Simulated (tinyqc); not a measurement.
Boltzmann transport in a parabolic band with a power-law relaxation time: one step. Reduced Fermi level. Three cases, with inputs chosen for the exercise.

Task: Solve for eta.

F_j(eta) = (1/Gamma(j + 1)) integral_0^infinity x^j dx/(1 + exp(x - eta)), which tends to exp(eta) for eta << 0.

n = N F_1/2(eta) with N = 2 (m kB T/(4 pi c))^(3/2) with c = hbar^2/2m0, in 1/angstrom^3; times 1e24 for 1/cm^3, m = md.

Constants: hbar^2/2m0 = 3.80998211 eV angstrom^2; kB = 8.617333262e-05 eV/K.

Give: N; eta.

Case 1.

Values chosen (out of a larger set: masses near those of InAs; tau0 is set for a mobility of the usual size at this n, kL is a free input; freeze-out and phonon drag, which matter near 77 K, are left out; not measured data): n = 3.6e+17 1/cm^3 (electron density); md = 0.026 m0 (density-of-states mass); T = 200 K.

Result:

N = 5.727e+16 1/cm^3
eta = 3.8963

Case 2.

Values chosen (out of a larger set: masses near those of Si; tau0 is set for a mobility of the usual size at this n, kL is a free input; freeze-out and phonon drag, which matter near 77 K, are left out; not measured data): n = 1.7e+17 1/cm^3 (electron density); md = 1.028 m0 (density-of-states mass); T = 400 K.

Result:

N = 4.027e+19 1/cm^3
eta = -5.4660

Case 3.

Values chosen (out of a larger set: masses near those of SiC; tau0 is set for a mobility of the usual size at this n, kL is a free input; freeze-out and phonon drag, which matter near 77 K, are left out; not measured data): n = 6.1e+17 1/cm^3 (electron density); md = 0.8 m0 (density-of-states mass); T = 77 K.

Result:

N = 2.335e+18 1/cm^3
eta = -1.2502

Computed by tinyqc, one run a case: `OMP_NUM_THREADS=1 python tinyqc.py N N+1 out.jsonl` with N = 1651765, 1652093, 1680033; one thread of a shared Intel(R) Xeon(R) Processor @ 2.30GHz, about 0.01 s a run at most.
